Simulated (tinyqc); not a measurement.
Speciation in dilute and buffered hydrofluoric acid, oxide etch rate and bath loading. Changing the HF added. Computed by tinyqc, a small Python program. Command: `OMP_NUM_THREADS=1 python tinyqc.py 3121447 3121448 out.jsonl hfetch sweep`. One thread of a shared host (Intel(R) Xeon(R) Processor @ 2.30GHz), about 0.01 s of CPU time with the checks.

Concentrations stand for activities, NH4+ and Cl- are spectators, and water ionisation is neglected. H, F and HF2 denote the ions H+, F- and HF2-. The base temperature is 298 K.

Inputs (values chosen for the exercise, of the order of those for thermal oxide at room temperature):

| quantity | value | unit |
|---|---|---|
| NH4F added | 1.1 | mol/L |
| HCl added | 0 | mol/L |
| K1 = [H][F]/[HF] | 0.000685 | mol/L |
| K2 = [HF2]/([HF][F]) | 4.49 | L/mol |
| K3 = [H2F2]/[HF]^2 | 0 | L/mol |
| rate constant of neutral HF k_a | 18 | nm L/(min mol) |
| rate constant of HF2 k_b | 68 | nm L/(min mol) |
| activation energy | 0.37 | eV |
| temperature error | 0.52 | K |
| oxide removed per wafer | 160 | nm |

Constants: k_B = 8.617333262e-05 eV/K.

Method:
- Fluoride balance: [HF] + [F] + 2 [HF2] + 2 [H2F2] = HF added + NH4F added. Acid balance: [H] + [HF] + [HF2] + 2 [H2F2] = HF added + HCl added. For a trial [H], [HF] = [H][F]/K1, and the fluoride balance is a quadratic in [F].
- The root is refined to 1e-13 in pH = -log10 [H].
- Rate = k_a ([HF] + 2 [H2F2]) + k_b [HF2], an empirical two-term form.
- Time = oxide/rate; a temperature error changes the rate by exp((E_a/k_B)(1/298 - 1/(298 + error))) - 1.

One run for each value:

| HF added (mol/L) | etch rate (nm/min) | pH | share of HF2 in the rate (%) | [HF2] (mol/L) |
|---|---|---|---|---|
| 0.067 | 3.97 | 5.1125 | 94.659 | 0.0552 |
| 0.160 | 9.38 | 4.6757 | 94.270 | 0.1301 |
| 0.370 | 21.17 | 4.1708 | 93.215 | 0.2901 |
| 0.890 | 46.58 | 3.4091 | 89.243 | 0.6113 |
| 2.100 | 84.10 | 2.3447 | 75.004 | 0.9276 |
| 5.000 | 143.26 | 1.3689 | 51.294 | 1.0807 |

Over the rows, etch rate (nm/min) rises from 3.97 to 143 (exponent d ln y / d ln x 0.99 between the first rows and 0.61 between the last); pH falls from 5.11 to 1.37; share of HF2 in the rate (%) falls from 94.7 to 51.3 (exponent d ln y / d ln x -0.0047 between the first rows and -0.44 between the last). At the low end the exponent of etch rate is 0.99, close to 1: the rate follows the acid added.  Left out: 0.00500, 0.0120, 0.0280 (the load would use up most of the acid).

Caution (all rows): at ionic strengths above about 0.5 mol/L activities differ much from concentrations, so pH and rates are only indicative.
